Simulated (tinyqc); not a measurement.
Rapid thermal processing of a wafer: radiative balance, ramp and cooling, pattern effects, pyrometer error and spike budget: one step, computed by the program tinyqc.

The wafer is opaque and uniform through its thickness unless said otherwise; temperatures in formulas are in kelvin (C + 273.15). sigma = 5.670374419e-12 W/(cm^2 K^4).

Question. Pattern effect. At steady state a sinusoidal change of absorbed power of relative amplitude a and period p gives the temperature amplitude a q/(dq/dT + k d (2 pi/p)^2); healing length l = sqrt(k d/(dq/dT)); process change = E_a dT/(k_B T^2). Emissivity is taken as unchanged.

Inputs (values chosen for the exercise, modelled on a hot silicon wafer):

| quantity | value | unit |
|---|---|---|
| wafer thickness d | 625 | micrometre |
| thermal conductivity k | 0.27 | W/(cm K) |
| wall temperature T_w | 350 | K |
| process temperature | 687 | C |
| relative change of absorptivity over a pattern | 13 | % |
| period of the pattern | 27 | mm |
| activation energy of the process E_a | 1.24 | eV |

dq/dT = 23.03408 mW/(cm^2 K)

holding power q = 5.918074 W/cm^2

Constants: k_B = 8.617333262e-05 eV/K.

Give: healing length l; amplitude without lateral conduction; amplitude; change of the process rate.

Answer.

healing length l = 8.559 mm

amplitude without lateral conduction = 33.40 K

amplitude = 6.724 K

change of the process rate = 10.50 %

Lateral conduction cuts the amplitude to 20 %, since p/(2 pi l) = 0.50.
